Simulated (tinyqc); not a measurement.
Inside a calculation. Model: Rutherford backscattering from a thin compound film on silicon: kinematics, yields, composition and thickness. Computed by tinyqc, a small Python program that keeps every step. Command: `OMP_NUM_THREADS=1 python tinyqc.py 3017976 3017977 out.jsonl rbs walk`. One thread of a shared host (Intel(R) Xeon(R) Processor @ 2.30GHz), about 0.01 s of CPU time with the checks. Intermediate numbers are printed to about 6 digits and carried at full precision; extremes and crossings named in words are read from the listed rows.

Singly charged helium ions (Z1 = 2, M1 = 4.0026 u) enter at the tilt angle a1 to the normal and leave at a2 = |180 - theta - tilt| in the same plane. The film is A B_x.

Inputs (values chosen for the exercise, modelled on a helium beam on WSi2):
```
quantity                                value           unit
beam energy E0                            1.5            MeV
scattering angle theta                    170        degrees
tilt of the sample                          7        degrees
heavy element: Z_A                         74              -
heavy element: mass M_A                 183.8              u
heavy element: stopping eps_A at 2 MeV    112  1e-15 eV cm^2
light element: Z_B                         14              -
light element: mass M_B                 28.09              u
light element: stopping eps_B at 2 MeV   49.9  1e-15 eV cm^2
atoms of B per atom of A, x              1.72              -
atomic density of the film               76.2         1/nm^3
film thickness d                          110             nm
collected charge                           17   microcoulomb
detector solid angle                      1.3            msr
detector resolution (FWHM)                 14            keV
```

Constants: e^2/(4 pi eps_0) = 14.39964548 eV angstrom; e = 1.602176634e-19 C.

## Kinematics

Kinematic factor K = [(sqrt(M^2 - M1^2 sin^2 theta) + M1 cos theta)/(M + M1)]^2. Surface edges lie at K E0; substrate silicon has M = 28.09 u. Mass resolution at M_A = resolution/(E0 dK/dM).

kinematic factors: A 0.917172, B 0.565784, Si 0.565784

surface edges (keV): A 1375.76, B 848.68, Si 848.68

mass resolution at M_A = 21.6261 u

K flattens for heavy targets, so masses within 21.6 u of A cannot be told apart.

## Peak widths (surface approximation)

Stopping per atom eps(E) = eps(2 MeV) (E/2 MeV)^(-0.4) (a law chosen for the exercise); Bragg rule eps_film = (eps_A + x eps_B)/(1 + x); areal density N d, with 1/nm^2 = 0.1 x 1e15/cm^2. Width of the signal of element i: [K_i eps(E0)/cos a1 + eps(K_i E0)/cos a2] N d; depth resolution = resolution x d/width of A; energy lost on the way in = eps(E0) N d/cos a1.

areal density N d = 838.2 1e15 atoms/cm^2

film stopping at E0 = 81.6008 1e-15 eV cm^2

widths (keV): A 134.105, B 125.005

depth resolution = 11.4835 nm

energy lost on the way in = 68.9114 keV

The signal of A spans 9.6 resolution widths, so its width measures the thickness. Caution: the silicon signal of the film merges with that of the substrate, so only the width of A can be read directly. Caution: the ions scattered from B leave near or below the stopping maximum (some 0.6 to 0.8 MeV), where the power law chosen here overstates the stopping and the width of B.

## Yields

Rutherford cross section in the laboratory frame: sigma = (Z1 Z e^2/(4 pi eps_0 4E))^2 (4/sin^4 theta) (r + cos theta)^2/r, r = sqrt(1 - (M1 sin theta/M)^2), times the screening factor 1 - 0.049 Z1 Z^(4/3)/E (E in keV); 1 angstrom^2 = 1e8 barn. Counts = (charge/e) x solid angle x sigma(E_mean) x areal density of the element/cos a1, E_mean = E0 - half the energy lost on the way in; 1 barn = 1e-24 cm^2. The ratio of areas returns x = (Y_B/Y_A)(sigma_A/sigma_B), with the counting error sqrt(1/Y_A + 1/Y_B).

cross sections (barn/sr): A 13.1283, B 0.4602

counts: A 562236, B 33903

ratio of areas Y_B/Y_A = 0.0602994

counting error of x without background = 0.559240 %

The cross sections differ by 28.5, near (Z_A/Z_B)^2 = 27.9. The silicon signal of the film runs into that of the substrate and appears as a step, not a peak. Caution: film and substrate silicon overlap, so Y_B must be separated by a fit.

## Surface approximation against the full path

Surface approximation as above. Full path: dE/ds = -eps(E) integrates to E^1.4 = E(start)^1.4 - 1.4 eps(2 MeV) 2000^0.4 s (keV), applied in (s = N d/cos a1), then K, then out (s = N d/cos a2); width = K E0 - exit energy. The last column is the error in thickness if the full width is read with the surface formula.

Widths (keV):
```
d (nm)  A, surface  A, full  B, full  error (%)
5            6.096    6.101    5.690    0.08885
10          12.191   12.213   11.395    0.17818
20          24.383   24.470   22.852    0.35829
50          60.957   61.512   57.613    0.91059
100        121.914  124.199  116.958    1.87383
150        182.871  188.167  178.297    2.89623
200        243.828  253.546  241.972    3.98563
300        365.742  389.171  378.378    6.40595
```

The error grows roughly in proportion to thickness, from 0.09 % to 6.4 %, because the ion slows and the stopping rises along the path. The signals of A and B would overlap once the width of A exceeds the gap between the edges, 527 keV. Ions from B leave the thickest film below about 0.6 MeV, where the power law overstates the stopping.

Checks made by the program: kinematic factor against energy and momentum conservation (relative difference below 1e-10).
